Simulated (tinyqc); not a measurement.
Semiconductor laser, carrier and photon rate equations: two steps of the calculation.

Carrier density N and photon density S in one mode: dN/dt = F1 = eta I/(q V) - (A N + B N^2 + C N^3) - vg g S; dS/dt = F2 = G vg g S + G be B N^2 - S/tp, with g = g0 ln(N/Ntr)/(1 + ec S). Output power P = Fo Eph S V/(G tp). No heating, no carrier transport.

Parameters, values chosen for the exercise:
- V = 2.2e-11 cm^3 (active volume)
- G = 0.058 (confinement factor)
- vg = 7.37e9 cm/s (group velocity)
- g0 = 1900 1/cm (gain coefficient)
- Ntr = 2e18 cm^-3 (transparency density)
- ec = 6.9e-18 cm^3 (gain compression)
- tp = 3.8 ps (photon lifetime)
- A = 4.8e7 1/s (defect recombination coefficient)
- B = 7.2e-11 cm^3/s (radiative coefficient)
- C = 1.4e-29 cm^6/s (Auger coefficient)
- be = 5.9e-5 (share of spontaneous emission into the mode)
- eta = 0.88 (injection efficiency)
- Fo = 0.39 (share of cavity losses that is output)
- Eph = 1.46 eV (photon energy)
- I = 11 mA (drive current)
- dt = 6 ps (time step)

Constants: q = 1.602176634e-19 C. Results are converted to the units shown.

Question 1. Power, relaxation frequency, damping and bandwidth. Jacobian, with a = g0/(N (1 + ec S)) and d = g/(1 + ec S): J11 = -(A + 2 B N + 3 C N^2) - vg a S, J12 = -vg d, J21 = G vg a S + 2 G be B N, J22 = G vg d - 1/tp. wR^2 = det J, gamma = -trace J, fR = wR/(2 pi); the response wR^2/(wR^2 - w^2 + i gamma w) falls to 1/sqrt(2) at w^2 = x + sqrt(x^2 + wR^4), x = wR^2 - gamma^2/2 (f3dB = w/(2 pi)).

N = 2.767730252e18 cm^-3
S = 3.890230721e14 cm^-3

Wanted: P; fR; gamma; f3dB.

Answer 1.

P = 3.5425 mW
fR = 3.6192 GHz
gamma = 3.4406 1/ns
f3dB = 5.6007 GHz

Question 2. One Runge-Kutta step of a transient. y = (N, S), k1 = F(y), k2 = F(y + dt k1/2), k3 = F(y + dt k2/2), k4 = F(y + dt k3), y(new) = y + dt (k1 + 2 k2 + 2 k3 + k4)/6.

(N, S) at the start: N (1e18 cm^-3) 2.823, S (1e15 cm^-3) 0.195

Find: slopes per ps, N in 1e18 and S in 1e15 cm^-3; (N, S) after the step.

Answer 2.

slopes per ps, N in 1e18 and S in 1e15 cm^-3:
```
       dN/dt     dS/dt
k1  7.822e-4  0.003197
k2  7.318e-4  0.003488
k3  7.278e-4  0.003494
k4  6.732e-4  0.003802
```

(N, S) after the step: N (1e18 cm^-3) 2.827, S (1e15 cm^-3) 0.2160

Computed by the program tinyqc: `OMP_NUM_THREADS=1 python tinyqc.py 2840006 2840007 out.jsonl`, one thread of a shared Intel Xeon 2.30GHz, about 0.01 s for the whole run.
